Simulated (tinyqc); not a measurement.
Inside a calculation. Method: coupled-perturbed Hartree-Fock on RHF in the sto-3g basis, for BeH2, spin multiplicity 1. One step of it, computed by the program tinyqc.

Problem. Response to a field: uncoupled start. Field along y; U_ai = -mu_ai / (e_a - e_i), alpha = -4 sum U_ai mu_ai.

orbital energies (hartree): MO1 -4.529216, MO2 -0.428401, MO3 -0.387319, MO4 0.213874, MO5 0.213874, MO6 0.383519, MO7 0.759247

dipole integrals <a|y|i> (bohr):
```
           i1         i2         i3
a4   0.000000   0.000000   0.000000
a5   0.000000   0.000000   0.000000
a6  -0.002289  -0.044638  -1.291018
a7   0.136334  -0.670120   0.018326
```

Give: uncoupled U; uncoupled polarisability.

Solution.

uncoupled U:
```
         i1      i2       i3
a4   0.0000  0.0000   0.0000
a5   0.0000  0.0000   0.0000
a6   0.0005  0.0550   1.6748
a7  -0.0258  0.5642  -0.0160
```

uncoupled polarisability = 10.1864 bohr^3
